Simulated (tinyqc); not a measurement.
Inside a calculation: trap in a gate oxide as a short-range spherical well. Values are carried at full precision from step to step, so a last printed digit may differ when a step is redone from the rounded ones.

A spherical well of radius R and depth V0 below the conduction edge, one mass m, c = hbar^2/2m0. The s level at binding Et solves k cot(k R) = -kappa with k = sqrt(m (V0 - Et)/c), kappa = sqrt(m Et/c); it exists for V0 > Vc = c (pi/2R)^2/m. Outside, psi falls as exp(-kappa r)/r.

Constants: hbar^2/2m0 = 3.80998211 eV angstrom^2; fine-structure constant alpha = 0.007297352564; hc = 1239.841984 eV nm; kB = 8.617333262e-05 eV/K.

Inputs chosen for the exercise (near those of SiO2 on Si; shifted at random, so the results belong to these values and not to a real crystal):
```
symbol  value  unit       meaning
R       2.4    angstrom   radius of the well
V0      9.07   eV         depth of the well
m       0.468  m0         mass
n_r     1.46              refractive index
dEc     3.17   eV         conduction offset to the channel
Fox     5.1    MV/cm      oxide field, lowering levels away from the channel
t0      1.2    x 1e-11 s  time constant at the interface
T       300    K          temperature
EF      0      eV         Fermi level above the channel edge
x       7      angstrom   depth of the trap
```

## The bound level

Solve for Et; the share outside is [sin^2(kR)/(2 kappa)]/[sin^2(kR)/(2 kappa) + R/2 - sin(2kR)/(4k)].

Et = 2.6132 eV
k = 0.8906 1/angstrom
kappa = 0.5666 1/angstrom
share outside = 0.302
Vc = 3.487 eV

The well is 2.60 times the critical depth. Since dEt/dV0 equals the share inside, 0.70, a 1 % change of V0 moves Et by 2.4 %. The decay length is 1.8 angstrom, 0.7 times R.

## Peak of the photo-ionisation cross-section

Lucovsky model (delta well, plane-wave final states, no local-field factor): sigma = (32 pi alpha c/(3 n_r m Et)) (x - 1)^(3/2)/x^3, x = h nu/Et, c = hbar^2/2m0; 1 angstrom^2 = 1e-16 cm^2.

The maximum lies at x = 2. Give the photon energy, its wavelength and sigma there.

h nu = 5.226 eV
wavelength = 237 nm
sigma = 6.52 x 1e-18 cm^2

With 30 % of the state outside the well the delta-well form is only a rough model of this centre.

## Level, tunnelling time and occupation

Energies from the conduction edge of the channel. The trap level at depth x is E_T = dEc - Et - e Fox x (1 MV/cm = 0.01 eV/angstrom). An electron at the channel edge tunnels with the WKB exponent S = (4/3) sqrt(m/c) [dEc^(3/2) - (dEc - e Fox x)^(3/2)]/(e Fox), c = hbar^2/2m0; tau = t0 exp(S); the occupation is f = 1/(1 + exp((E_T - EF)/kB T)), tau_c = tau/f and tau_e = tau/(1 - f). Lattice relaxation is left out; a level below the channel edge needs phonons as well, so tau is then a lower bound, while a level above it can also empty elastically at its own energy, through a thinner barrier, faster than this tau.

Give E_T, S, tau and ln(tau_c/tau_e) = (E_T - EF)/kB T.

E_T = 0.200 eV
S = 8.485
tau = 5.81e-08 s
ln(tau_c/tau_e) = 7.7

The level lies 8 kB T above EF, so the trap is mostly empty. A flat barrier would give S = 2 sqrt(m dEc/c) x = 8.74.

## Checks

- Et from the radial equation on a grid against the matching condition, eV: both 2.61.

Computed by tinyqc, a small Python program: `OMP_NUM_THREADS=1 python tinyqc.py 1250753 1250754 out.jsonl` (the numbers bound the seed that draws the inputs); one thread of a shared host (Intel(R) Xeon(R) Processor @ 2.30GHz), about 0.01 s for the whole set of steps.
